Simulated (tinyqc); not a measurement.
Fully depleted semiconductor-on-insulator film with two gates, non-linear Poisson equation by Newton steps: one step of the calculation.

One dimension across the film, front interface at x = 0, back interface at x = ts. psi is counted from the intrinsic level, n = ni exp(psi/Vt) (source grounded), holes neglected, acceptors ionised. Gates act through Cox = eps0 eox/tox and Cbox = 3.9 eps0/tb with potentials G1 = Vg - (phiM - chi - Vt ln(Nc/ni)) and G2 = Vb - (phiB - chi - Vt ln(Nc/ni)). Classical Boltzmann densities, no interface charge, no depletion in the back plane.

Problem. Newton step. Solve a d_(i-1) + b_i d_i + a d_(i+1) = -F_i for all nodes. Each component d is damped to sign(d) Vt ln(1 + |d|/Vt) before it is added.

Inputs (values chosen for the exercise):
- T = 250 K (temperature)

Constants: q = 1.602176634e-19 C, kB = 1.380649e-23 J/K, Vt = kB T/q. Results are converted to the units shown.

a = 4.4611485 uF/cm^2

```
node,diagonal b (F/cm^2),residual F (C/cm^2),psi at the start (V)
0,-5.8985413e-6,8.4112631e-7,0.1
1,-8.9222973e-6,-4.1665094e-11,0.1
2,-8.9222973e-6,-4.1665094e-11,0.1
3,-8.9222973e-6,-4.1665094e-11,0.1
4,-8.9222973e-6,-4.1665094e-11,0.1
5,-8.9222973e-6,-4.1665094e-11,0.1
6,-8.9222973e-6,-4.1665094e-11,0.1
7,-8.9222973e-6,-4.1665094e-11,0.1
8,-8.9222973e-6,-4.1665094e-11,0.1
9,-8.9222973e-6,-4.1665094e-11,0.1
10,-4.5196764e-6,2.0182312e-8,0.1
```

Wanted: Newton step d, before damping; psi after iteration 1.

Solution.

```
node,"Newton step d, before damping (V)",psi after iteration 1 (V)
0,0.57659,0.17160
1,0.57382,0.17150
2,0.57106,0.17140
3,0.56831,0.17130
4,0.56557,0.17120
5,0.56284,0.17110
6,0.56012,0.17100
7,0.55741,0.17090
8,0.55471,0.17080
9,0.55202,0.17070
10,0.54933,0.17060
```

tinyqc, about 0.4 s, one thread, Intel Xeon 2.30GHz (shared host): `OMP_NUM_THREADS=1 python tinyqc.py 2190078 2190079 out.jsonl`
